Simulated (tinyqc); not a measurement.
Strain-driven roughening and islands of a mismatched epitaxial film: one step, computed by the program tinyqc. Command: `OMP_NUM_THREADS=1 python tinyqc.py 3021827 3021828 out.jsonl island walk`. One thread of a shared host (Intel(R) Xeon(R) Processor @ 2.30GHz), about 0.01 s of CPU time with the checks.

Film and substrate share isotropic elastic constants; the film is coherent and biaxially strained.

Question. Island nucleation. Shallow faceted island (Tersoff form): E = 4 Gam V^(2/3) tan^(1/3)(theta) - 6 c V tan(theta), Gam = gamma [x/sin(theta) - 1/tan(theta)], x the facet energy over gamma, c = stress^2 (1 - nu)/(2 pi G). The barrier is the maximum of E, at V_c = [4 Gam/(9 c)]^3 / tan^2(theta) (1 GPa nm = 1 J/m^2).

Inputs (values chosen for the exercise, modelled on InAs on InP):
```
quantity                                     value     unit
shear modulus G                               28.7      GPa
Poisson ratio nu                              0.28        -
surface energy gamma                          0.69    J/m^2
contact angle of the shallow shape theta_1    12.2  degrees
contact angle of the steep shape theta_2        24  degrees
facet energy of shape 1 over gamma           1.002        -
facet energy of shape 2 over gamma          0.9869        -
```

stress = 3.428693 GPa

Constants: e = 1.602176634e-19 C.

Give: c; Gam of shape 1; critical volume, shape 1; barrier, shape 1; Gam of shape 2; critical volume, shape 2; barrier, shape 2.

Answer.

c = 0.04694 GPa

Gam of shape 1 = 0.08027 J/m^2

critical volume, shape 1 = 9.393 nm^3

barrier, shape 1 = 1.785 eV

Gam of shape 2 = 0.1244 J/m^2

critical volume, shape 2 = 8.253 nm^3

barrier, shape 2 = 3.229 eV

The shallow shape has the lower barrier. Each barrier is a third of the surface term at V_c and scales as Gam^3/c^2, that is as f^(-4).
